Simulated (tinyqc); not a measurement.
Configuration-coordinate model of a defect: Huang-Rhys factor and luminescence line shape. From zero-phonon weight back to displacement dQ. Computed by tinyqc, a small Python program. Command: `OMP_NUM_THREADS=1 python tinyqc.py 3012097 3012098 out.jsonl ccline inv`. One thread of a shared host (Intel(R) Xeon(R) Processor @ 2.30GHz), about 0.07 s of CPU time with the checks.

Ground state E_g(Q) = (1/2) omega_g^2 Q^2; excited state E_e(Q) = E_0 + (1/2) omega_e^2 (Q - dQ)^2 with omega_e = omega_g and E_0 = E_ZPL. Q is mass-weighted; the dipole does not depend on Q (Condon approximation).

Inputs (values chosen for the exercise, for a model defect in a wide-gap host): zero-phonon energy E_ZPL = 2.64 eV; ground-state phonon hbar omega_g = 23.4 meV; temperature T = 300 K.

Modes: equal frequencies in both states.

Constants: hbar^2/u = 4.18015928e-03 eV angstrom^2; k_B = 8.617333262e-05 eV/K.

Method:
- S = hbar omega dQ^2/(2 hbar^2/u) for each state; relaxation energy S hbar omega; absorption at E_0 + S_e hbar omega_e, emission at E_0 - S_g hbar omega_g; the Stokes shift is their difference.
- Overlaps <m_e|n_g> of harmonic-oscillator functions (Hermite recursion, positive leading coefficients) by a sum over an even grid (700 points from x = -9 to 9 + d for the small table, 1500 points from -16 to 16 + d for the thermal sums), with x = Q sqrt(omega_g/hbar), d = sqrt(2 S_g) and frequency ratio omega_e/omega_g.
- Initial levels m = 0..24 carry Boltzmann weights exp(-m hbar omega_e/k_B T), normalised; final levels n = 0..79; a line lies at E_ZPL + m hbar omega_e - n hbar omega_g with weight w_m <m|n>^2. Moments are taken over these weights without the E^3 factor; FWHM = 2 sqrt(2 ln 2) x standard deviation; the zero-phonon weight is the sum of w_m <m|m>^2.

Task: A run gave the result below. Find the displacement dQ, known to lie between 0.99 and 1.8 u^(1/2) angstrom.

zero-phonon weight = 0.03865204

Result:

Each step takes the trial c = (a f_b - b f_a)/(f_b - f_a), f being the result less the target and a, b, c the logarithms of the listed values; c replaces end b, the old b replaces a if the sign of f changed, and otherwise f_a is halved.

Scan of the range:
```
displacement dQ (u^(1/2) angstrom)  zero-phonon weight
0.99                                         0.0916566
1.09                                         0.0728015
1.21                                         0.0550118
1.33                                         0.0412807
1.47                                         0.0291900
1.63                                         0.0192915
1.80                                         0.0121316
```

False position (Illinois rule, in the logarithm of the input) inside the bracket:
```
step    end a    end b    trial  zero-phonon weight
1     1.33000  1.47000  1.35926           0.0384392
2     1.33000  1.35926  1.35514           0.0388281
3     1.35926  1.35514  1.35700           0.0386518
4     1.35514  1.35700  1.35700           0.0386520
5     1.35514  1.35700  1.35700           0.0386520
6     1.35700  1.35700  1.35700           0.0386520
```

Zero-phonon weight falls at every point of a 13-point scan of the range (every second point is shown), so one value fits; it is bracketed by 1.33 and 1.47. Answer: displacement dQ = 1.357 u^(1/2) angstrom.
